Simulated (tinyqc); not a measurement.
RKS/LDA (PW92) in the 3-21g basis, for H3+, spin multiplicity 1, step by step. One step of it, computed by the program tinyqc.

Problem. Iteration 1: building the Kohn-Sham matrix. J_ij = sum D_kl (ij|kl); F = H + J + V_xc; E = tr D H + tr D J / 2 + E_xc + E_nn.

D at the start, lower triangle:
```
          1H 1s     1H 2s      2H 1s      2H 2s      3H 1s     3H 2s
1H 1s  0.000000
1H 2s  0.000000  0.000000
2H 1s  0.000000  0.000000   1.579480
2H 2s  0.000000  0.000000  -1.704778   1.840016
3H 1s  0.000000  0.000000  -1.579480   1.704778   1.579480
3H 2s  0.000000  0.000000   1.704778  -1.840016  -1.704778  1.840016
```

core Hamiltonian H = T + V (hartree), lower triangle:
```
           1H 1s      1H 2s      2H 1s      2H 2s      3H 1s      3H 2s
1H 1s  -1.134401
1H 2s  -1.109637  -1.298583
2H 1s  -0.366810  -0.584062  -0.893711
2H 2s  -0.633195  -0.890352  -0.955076  -1.094063
3H 1s  -0.366810  -0.584062  -0.004706  -0.111271  -0.893711
3H 2s  -0.633195  -0.890352  -0.111271  -0.327018  -0.955076  -1.094063
```

Two-electron integrals (ij|kl) in chemists' order, unique and non-zero (hartree):
```
(11|11) 1.140145   (21|11) 0.611403   (21|21) 0.345152   (22|11) 0.626370
(22|21) 0.380329   (22|22) 0.482957   (31|11) 0.117932   (31|21) 0.069280
(31|22) 0.081126   (31|31) 0.021686   (32|11) 0.186877   (32|21) 0.116583
(32|22) 0.155644   (32|31) 0.040310   (32|32) 0.093042   (33|11) 0.478933
(33|21) 0.305796   (33|22) 0.431721   (33|31) 0.117932   (33|32) 0.308291
(33|33) 1.140145   (41|11) 0.308291   (41|21) 0.175323   (41|22) 0.195597
(41|31) 0.040310   (41|32) 0.069572   (41|33) 0.186877   (41|41) 0.093042
(42|11) 0.379440   (42|21) 0.233142   (42|22) 0.305127   (42|31) 0.060544
(42|32) 0.127908   (42|33) 0.379440   (42|41) 0.127908   (42|42) 0.219159
(43|11) 0.305796   (43|21) 0.194042   (43|22) 0.271911   (43|31) 0.069280
(43|32) 0.175323   (43|33) 0.611403   (43|41) 0.116583   (43|42) 0.233142
(43|43) 0.345152   (44|11) 0.431721   (44|21) 0.271911   (44|22) 0.381006
(44|31) 0.081126   (44|32) 0.195597   (44|33) 0.626370   (44|41) 0.155644
(44|42) 0.305127   (44|43) 0.380329   (44|44) 0.482957   (51|11) 0.117932
(51|21) 0.069280   (51|22) 0.081126   (51|31) 0.010248   (51|32) 0.017822
(51|33) 0.046829   (51|41) 0.031302   (51|42) 0.042181   (51|43) 0.030233
(51|44) 0.046050   (51|51) 0.021686   (52|11) 0.186877   (52|21) 0.116583
(52|22) 0.155644   (52|31) 0.017822   (52|32) 0.033034   (52|33) 0.088789
(52|41) 0.052711   (52|42) 0.078826   (52|43) 0.057342   (52|44) 0.088308
(52|51) 0.040310   (52|52) 0.093042   (53|11) 0.000717   (53|21) 0.000393
(53|22) 0.000412   (53|31) 0.000077   (53|32) 0.000124   (53|33) 0.000319
(53|41) 0.000199   (53|42) 0.000251   (53|43) 0.000204   (53|44) 0.000287
(53|51) 0.000077   (53|52) 0.000124   (53|53) 4.56e-07   (54|11) 0.031232
(54|21) 0.019022   (54|22) 0.024023   (54|31) 0.002911   (54|32) 0.005250
(54|33) 0.013968   (54|41) 0.008656   (54|42) 0.012420   (54|43) 0.009017
(54|44) 0.013796   (54|51) 0.006112   (54|52) 0.012801   (54|53) 0.000021
(54|54) 0.001846   (55|11) 0.478933   (55|21) 0.305796   (55|22) 0.431721
(55|31) 0.046829   (55|32) 0.088789   (55|33) 0.240754   (55|41) 0.137309
(55|42) 0.213064   (55|43) 0.155502   (55|44) 0.240475   (55|51) 0.117932
(55|52) 0.308291   (55|53) 0.000319   (55|54) 0.039829   (55|55) 1.140145
(61|11) 0.308291   (61|21) 0.175323   (61|22) 0.195597   (61|31) 0.031302
(61|32) 0.052711   (61|33) 0.137309   (61|41) 0.085488   (61|42) 0.113039
(61|43) 0.087996   (61|44) 0.128031   (61|51) 0.040310   (61|52) 0.069572
(61|53) 0.000199   (61|54) 0.011137   (61|55) 0.186877   (61|61) 0.093042
(62|11) 0.379440   (62|21) 0.233142   (62|22) 0.305127   (62|31) 0.042181
(62|32) 0.078826   (62|33) 0.213064   (62|41) 0.113039   (62|42) 0.172895
(62|43) 0.136632   (62|44) 0.203408   (62|51) 0.060544   (62|52) 0.127908
(62|53) 0.000251   (62|54) 0.018691   (62|55) 0.379440   (62|61) 0.127908
(62|62) 0.219159   (63|11) 0.031232   (63|21) 0.019022   (63|22) 0.024023
(63|31) 0.006112   (63|32) 0.012801   (63|33) 0.039829   (63|41) 0.011137
(63|42) 0.018691   (63|43) 0.023114   (63|44) 0.026708   (63|51) 0.002911
(63|52) 0.005250   (63|53) 0.000021   (63|54) 0.000844   (63|55) 0.013968
(63|61) 0.008656   (63|62) 0.012420   (63|63) 0.001846   (64|11) 0.128983
(64|21) 0.078318   (64|22) 0.099451   (64|31) 0.016705   (64|32) 0.032050
(64|33) 0.088900   (64|41) 0.040277   (64|42) 0.062832   (64|43) 0.055992
(64|44) 0.078457   (64|51) 0.016705   (64|52) 0.032050   (64|53) 0.000085
(64|54) 0.004947   (64|55) 0.088900   (64|61) 0.040277   (64|62) 0.062832
(64|63) 0.004947   (64|64) 0.020479   (65|11) 0.305796   (65|21) 0.194042
(65|22) 0.271911   (65|31) 0.030233   (65|32) 0.057342   (65|33) 0.155502
(65|41) 0.087996   (65|42) 0.136632   (65|43) 0.100436   (65|44) 0.155155
(65|51) 0.069280   (65|52) 0.175323   (65|53) 0.000204   (65|54) 0.023114
(65|55) 0.611403   (65|61) 0.116583   (65|62) 0.233142   (65|63) 0.009017
(65|64) 0.055992   (65|65) 0.345152   (66|11) 0.431721   (66|21) 0.271911
(66|22) 0.381006   (66|31) 0.046050   (66|32) 0.088308   (66|33) 0.240475
(66|41) 0.128031   (66|42) 0.203408   (66|43) 0.155155   (66|44) 0.237881
(66|51) 0.081126   (66|52) 0.195597   (66|53) 0.000287   (66|54) 0.026708
(66|55) 0.626370   (66|61) 0.155644   (66|62) 0.305127   (66|63) 0.013796
(66|64) 0.078457   (66|65) 0.380329   (66|66) 0.482957
```

nuclear repulsion = 1.20376982 hartree

V_xc (hartree), lower triangle:
```
           1H 1s      1H 2s      2H 1s      2H 2s      3H 1s      3H 2s
1H 1s  -0.086341
1H 2s  -0.073693  -0.155171
2H 1s  -0.032734  -0.101897  -0.446662
2H 2s  -0.042771  -0.121680  -0.207319  -0.216475
3H 1s  -0.032734  -0.101897  -0.000063  -0.012270  -0.446662
3H 2s  -0.042771  -0.121680  -0.012270  -0.031953  -0.207319  -0.216475
```

E_xc = sum of w rho eps_xc = -0.58153389 hartree

Give: Coulomb J; Kohn-Sham matrix F; total energy of this density.

Solution.

Coulomb J (hartree), lower triangle:
```
        1H 1s   1H 2s   2H 1s   2H 2s   3H 1s   3H 2s
1H 1s  0.7525
1H 2s  0.4837  0.7082
2H 1s  0.1240  0.2995  1.0166
2H 2s  0.2551  0.4849  0.5802  0.7182
3H 1s  0.1240  0.2995  0.0005  0.0408  1.0166
3H 2s  0.2551  0.4849  0.0408  0.1458  0.5802  0.7182
```

Kohn-Sham matrix F (hartree), lower triangle:
```
         1H 1s    1H 2s    2H 1s    2H 2s    3H 1s    3H 2s
1H 1s  -0.4683
1H 2s  -0.6996  -0.7455
2H 1s  -0.2756  -0.3865  -0.3238
2H 2s  -0.4208  -0.5272  -0.5822  -0.5923
3H 1s  -0.2756  -0.3865  -0.0043  -0.0827  -0.3238
3H 2s  -0.4208  -0.5272  -0.0827  -0.2131  -0.5822  -0.5923
```

total energy of this density = 1.564212 hartree

This density is the starting one.
